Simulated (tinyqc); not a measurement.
From results back to parameters: Lorentz oscillators and the Kramers-Kronig relations. Four cases, with inputs chosen for the exercise.

Problem. At normal incidence from vacuum the amplitude r = (1 - N)/(1 + N) with N = n + i k is written r = -sqrt(R) exp(i theta). R and the phase theta are given.

Case 1.

R = 0.426486
theta = 0.611606 rad

Case 2.

R = 0.621659
theta = 0.957820 rad

Case 3.

R = 0.534615
theta = 0.957386 rad

Case 4.

R = 0.532519
theta = 0.260786 rad

Find: n; k; eps1; eps2.

Solution. N = (1 - r)/(1 + r) = (1 + sqrt(R) exp(i theta))/(1 - sqrt(R) exp(i theta)); eps = N^2.

Case 1.

n = 1.606
k = 2.100
eps1 = -1.83
eps2 = 6.74

Case 2.

n = 0.530
k = 1.805
eps1 = -2.98
eps2 = 1.91

Case 3.

n = 0.672
k = 1.726
eps1 = -2.53
eps2 = 2.32

Case 4.

n = 3.820
k = 3.075
eps1 = 5.14
eps2 = 23.49

Computed by tinyqc, one run a case: `OMP_NUM_THREADS=1 python tinyqc.py N N+1 out.jsonl` with N = 1680280, 1680316, 1680334, 1680469; one thread of a shared Intel(R) Xeon(R) Processor @ 2.30GHz, about 0.2 s a run at most.
